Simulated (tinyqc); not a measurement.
Inputs raised by 2 %, one at a time: Schottky barrier with interface states (Cowley-Sze model), image lowering and contact resistance. Computed by tinyqc, a small Python program. Command: `OMP_NUM_THREADS=1 python tinyqc.py 3017958 3017959 out.jsonl pinning sens`. One thread of a shared host (Intel(R) Xeon(R) Processor @ 2.30GHz), about 0.02 s of CPU time with the checks.

An n-type semiconductor under a metal. The barrier lies between the Schottky-Mott limit phi_M - chi and the Bardeen limit E_g - E_n, E_n being the neutrality level of the interface states; the space-charge term of the full Cowley-Sze expression is left out.

Inputs (values chosen for the exercise, with gap, mass and screening modelled on germanium): gap E_g = 0.651 eV; electron affinity chi = 4.11 eV; metal work function phi_M = 4.64 eV; neutrality level E_n above the valence band = 0.105 eV; optical dielectric constant eps_opt = 16.3; dielectric constant eps_s = 16.3; electron mass m_e = 0.226 m_0; valleys M_c = 4; donor density N = 7.3e+16 cm^-3; temperature T = 350 K; reverse bias V_r = 4.4 V.

Pinning factor from: Moench relation.

Constants: k_B = 8.617333262e-05 eV/K; m_0 = 9.1093837015e-31 kg; k_B = 1.380649e-23 J/K; h = 6.62607015e-34 J s; eps_0 = 8.8541878128e-12 F/m; e = 1.602176634e-19 C; hbar = 1.054571817e-34 J s.

Method:
- S = 1/(1 + 0.1 (eps_opt - 1)^2), an empirical relation for metal-induced gap states.
- phi_B = S (phi_M - chi) + (1 - S)(E_g - E_n); the hole barrier is E_g - phi_B.
- N_c = 2 M_c (2 pi m_e k_B T/h^2)^(3/2); xi = E_c - E_F solves N = N_c F_1/2(-xi/k_B T) (bisection; full ionisation).
- F_1/2(eta) = (2/sqrt(pi)) int_0^infinity sqrt(x)/(1 + exp(x - eta)) dx, by the trapezoid rule in t = sqrt(x) with step 0.02 up to t = 12 (for eta < -12 by exp(eta) - exp(2 eta)/2^(3/2)).
- V_bi = phi_B - xi; W = sqrt(2 eps_s eps_0 (V_bi + V_r - k_B T/e)/(e N)); field at the metal E_m = e N W/(eps_s eps_0); image lowering sqrt(e E_m/(4 pi eps_s eps_0)).
- A* = 4 pi e m_e M_c k_B^2/h^3 (a simple valley count); J_s = A* T^2 exp(-phi/k_B T).
- J_0 uses phi_B; the reverse current uses phi_B less the image lowering, times 1 - exp(-V_r/k_B T).
- E_00 = (e hbar/2) sqrt(N/(m_e eps_s eps_0)), E_0 = E_00 coth(E_00/k_B T); scaling form of the contact resistivity rho_c = (k_B/(e A* T)) exp(phi_B/E_0), which is the thermionic result when E_00 << k_B T and keeps only the leading exponential of tunnelling when E_00 >> k_B T; image lowering is left out of it.

Runs; columns: (1) input moved; (2) from; (3) to; (4) barrier phi_B (eV); (5) J_0 (A/cm^2); (6) thermionic reverse current (A/cm^2); (7) contact resistivity rho_c (ohm cm^2):
```
(1)                                                   (2)        (3)      (4)      (5)     (6)      (7)
base run                                                -          -  0.54534  0.18685  0.9654  0.15429
electron affinity chi (eV)                           4.11     4.1922  0.54198  0.20892  1.0791  0.13803
neutrality level E_n above the valence band (eV)    0.105     0.1071  0.54333  0.19975  1.0318  0.14435
optical dielectric constant eps_opt                  16.3     16.626  0.54537  0.18669  0.9645  0.15443
donor density N (cm^-3)                           7.3e+16  7.446e+16  0.54534  0.18685  0.9733  0.15415
temperature T (K)                                     350        357  0.54534  0.27712  1.3858  0.10639
electron mass m_e (m_0)                             0.226    0.23052  0.54534  0.19059  0.9846  0.15140
dielectric constant eps_s                            16.3     16.626  0.54534  0.18685  0.9423  0.15443
```

Exponents ln(y'/y) / ln(x'/x):
```
input                                        barrier phi_B     J_0  thermionic reverse current  contact resistivity rho_c
electron affinity chi                               -0.313   5.638                       5.624                     -5.624
neutrality level E_n above the valence band         -0.187   3.372                       3.363                     -3.364
optical dielectric constant eps_opt                  0.002  -0.044                      -0.043                      0.043
donor density N                                      0.000   0.000                       0.414                     -0.045
temperature T                                        0.000  19.903                      18.257                    -18.772
electron mass m_e                                    0.000   1.000                       0.996                     -0.955
dielectric constant eps_s                            0.000   0.000                      -1.223                      0.045
```

Among the inputs moved here: barrier phi_B answers most in size to electron affinity chi (exponent -0.313), next to neutrality level E_n above the valence band (-0.187); its exponent is below 0.0005 for donor density N, temperature T, electron mass m_e, dielectric constant eps_s. J_0 answers most in size to temperature T (exponent +19.903), next to electron affinity chi (+5.638); its exponent is below 0.0005 for donor density N, dielectric constant eps_s. Thermionic reverse current answers most in size to temperature T (exponent +18.257), next to electron affinity chi (+5.624). Contact resistivity rho_c answers most in size to temperature T (exponent -18.772), next to electron affinity chi (-5.624).

Caution (all rows): the field is near or above breakdown for such a gap, so avalanche or tunnelling current would take over. Caution (all rows): the field is near breakdown.
